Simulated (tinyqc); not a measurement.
Tunnelling through a gate dielectric, WKB transmission and Tsu-Esaki current: two steps of the calculation.

Electrons leave the emitter at x = 0. Energies E (motion across the layers) are in eV from the emitter Fermi level; the collector Fermi level lies at -V and offers states at every E. No charge in the dielectric and no image force: F1 = V/t1, U = phi1 - F1 x. With C = hbar^2/(2 m0), kappa = sqrt(m (U - E)/C) where U > E and 0 elsewhere; T(E) = exp(-S), S = 2 times the integral of kappa over x.

Values chosen for this exercise; dielectric values close to those of silicon nitride:
```
symbol  value  unit                                                        meaning
T         300     K                                                    temperature
Ef       0.18    eV              Fermi energy of the emitter above its band bottom
me          1    m0                            emitter mass in the supply function
phi1     2.12    eV  barrier of layer 1 above the emitter Fermi level at zero bias
m1       0.49    m0                                     tunnelling mass of layer 1
t1        1.5    nm                                           thickness of layer 1
V         1.6     V                                  voltage across the dielectric
E           0    eV                                energy of the electron followed
Ea      -0.18    eV                                   lower end of the energy grid
Eb       0.27    eV                                   upper end of the energy grid
nE         11                                            points of the energy grid
```

Constants: q = 1.602176634e-19 C, kB = 1.380649e-23 J/K, hbar = 1.054571817e-34 J s, m0 = 9.1093837015e-31 kg, Vt = kB T/q, hbar^2/(2 m0) = 0.0380998212 eV nm^2. Results are converted to the units shown.

Task 1. WKB exponent in closed form. Each layer adds (2/F) sqrt(m/C) [G(u at its left edge) - G(u at its right edge)] to S, with u = U - E (0 where negative) and G(u) = (2/3) u^1.5. The slope follows from 1/d = -dS/dE.

Find: S; T(E); energy d over which T(E) grows by a factor e.

Result 1.

S = 12.16
T(E) = 5.255e-6
energy d over which T(E) grows by a factor e = 0.2024 eV

The midpoint rule gives S = 12.163, so its T(E) is 0.69 % below this value. The band edge stays above E through the whole stack: direct tunnelling through a trapezoid.

Task 2. Current density on a coarse energy grid. J = J0 times the integral of T(E) N(E) dE, N = ln[(1 + exp(-E/Vt))/(1 + exp((-E - V)/Vt))], J0 = q^2 me m0 kB T/(2 pi^2 hbar^3) (times 1e-4 for A/cm^2 per eV), by Simpson's rule on nE equally spaced points from Ea to Eb.

Find: E; T(E); N; T(E) N; J0; J.

Result 2.

```
point    E (eV)       T(E)          N      T(E) N
0      -0.18000  2.2355e-6     6.9637   1.5567e-5
1      -0.13500  2.7512e-6     5.2274   1.4382e-5
2      -0.09000  3.3991e-6     3.5117   1.1937e-5
3      -0.04500  4.2170e-6     1.9023   8.0220e-6
4       0.00000  5.2550e-6    0.69315   3.6425e-6
5       0.04500  6.5798e-6    0.16161   1.0634e-6
6       0.09000  8.2811e-6   0.030302   2.5093e-7
7       0.13500  1.0481e-5  0.0053818   5.6407e-8
8       0.18000  1.3347e-5  9.4608e-4   1.2627e-8
9       0.22500  1.7113e-5  1.6601e-4   2.8409e-9
10      0.27000  2.2109e-5  2.9120e-5  6.4382e-10
```

J0 = 4.1837e8 A/(cm^2 eV)
J = 887.09 A/cm^2

The integrand peaks at E = -0.180 eV among these points.

Range of the model: The field of 10.7 MV/cm is more than most gate dielectrics sustain; the model ignores breakdown.

Computed by the program tinyqc: `OMP_NUM_THREADS=1 python tinyqc.py 2540093 2540094 out.jsonl`, one thread of a shared Intel Xeon 2.30GHz, about 0.03 s for the whole run.
